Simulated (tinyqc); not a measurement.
Tight binding, honeycomb lattice, step by step. One step of it, computed by the program tinyqc.

Question. Levels at k. Diagonalise the Hermitian matrix.

H(k) at k (eV):
```
                     A                    B
A             0.324778  -2.555732-1.847609i
B  -2.555732+1.847609i             0.261078
```

Give: eigenvalues; weights |c|^2 of the basis functions.

Answer.

eigenvalues (eV): -2.8609  3.4467

weights |c|^2 of the basis functions:
```
   band 1  band 2
A  0.4950  0.5050
B  0.5050  0.4950
```
